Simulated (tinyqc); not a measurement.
Millisecond and nanosecond annealing: surface heating, thermal budget and solid-phase regrowth. Changing the incident fluence. Computed by tinyqc, a small Python program. Command: `OMP_NUM_THREADS=1 python tinyqc.py 3017258 3017259 out.jsonl flash sweep`. One thread of a shared host (Intel(R) Xeon(R) Processor @ 2.30GHz), about 0.03 s of CPU time with the checks.

A square pulse heats the surface of a thick wafer with constant thermal properties; losses by radiation are neglected and silicon melts at 1414 C.

Inputs (values chosen for the exercise, modelled on hot silicon with arsenic):

| quantity | value | unit |
|---|---|---|
| pulse length t_p | 0.00019 | s |
| reflectance R | 0.57 | - |
| thermal conductivity k | 0.27 | W/(cm K) |
| heat capacity per volume c | 2.17 | J/(cm^3 K) |
| preheat temperature T0 | 800 | C |
| dopant prefactor D0 | 8.78 | cm^2/s |
| dopant activation energy E | 3.98 | eV |
| regrowth prefactor v0 | 4.2e+08 | cm/s |
| regrowth energy E_v | 2.7 | eV |
| amorphous layer | 13 | nm |

Source: scanned laser.

Constants: k_B = 8.617333262e-05 eV/K.

Method:
- Absorbed flux q = (1 - R) fluence/t_p; kappa = k/c. With f(z, t) = (2 q/k) sqrt(kappa t) ierfc(z/(2 sqrt(kappa t))), ierfc(x) = exp(-x^2)/sqrt(pi) - x erfc(x): T = T0 + f(z, t) during the pulse and T0 + f(z, t) - f(z, t - t_p) after it.
- At the surface the rise at the end of the pulse is 2 q sqrt(t_p/(pi k c)); the fluence that just melts the surface scales with (1414 - T0).
- Temperatures in kelvin are T(C) + 273.15.
- Integrate exp(-E/(k_B T(t))) at the surface from 0 to 10 t_p (Gauss-Legendre, 60 points in sqrt(t) up to t_p and 60 in sqrt(t - t_p) after it). (Dt) = D0 x integral with E; regrowth = v0 x integral with E_v; effective time = integral/exp(-E/(k_B T_peak)).

One run for each value:

| incident fluence (J/cm^2) | peak temperature (C) | diffusion length 2 sqrt(Dt) (nm) | possible regrowth (nm) | effective time over t_p |
|---|---|---|---|---|
| 4.21 | 993.6 | 0.006645 | 12.72 | 0.45197 |
| 4.67 | 1014.8 | 0.008429 | 16.60 | 0.39953 |
| 5.12 | 1035.5 | 0.010645 | 21.63 | 0.36142 |
| 5.58 | 1056.6 | 0.013502 | 28.43 | 0.33166 |
| 6.04 | 1077.8 | 0.017090 | 37.42 | 0.30843 |
| 6.49 | 1098.5 | 0.021456 | 48.98 | 0.29025 |
| 6.95 | 1119.6 | 0.026976 | 64.46 | 0.27510 |
| 7.41 | 1140.8 | 0.033774 | 84.68 | 0.26256 |
| 7.86 | 1161.5 | 0.041898 | 110.34 | 0.25225 |

Describe and explain the trends.

Over the rows, peak temperature (C) rises from 994 to 1160 (exponent d ln y / d ln x 0.20 between the first rows and 0.30 between the last); diffusion length 2 sqrt(Dt) (nm) rises from 0.00665 to 0.0419 (exponent d ln y / d ln x 2.3 between the first rows and 3.7 between the last); possible regrowth (nm) rises from 12.7 to 110 (exponent d ln y / d ln x 2.6 between the first rows and 4.5 between the last). Regrowth rises by a factor 8.67 and (Dt) by 39.8: the process with the higher activation energy gains more from a hotter peak.

Caution (all rows): equilibrium diffusivities are used; implant damage enhances diffusion, and k and c vary with temperature. Caution (all rows): at this preheat temperature the layer would already regrow within five seconds or less before the pulse. Caution (all rows): a diffusion length below the atomic spacing of 0.235 nm means about one jump per atom or fewer, so the profile does not change measurably. Caution (rows 7.86): the peak lies above 1150 C, and amorphous silicon melts some 200 to 250 K below the crystal, so a layer that has not regrown before the peak may melt instead.

Extremes, crossings and ranges named in words are read from the listed rows.
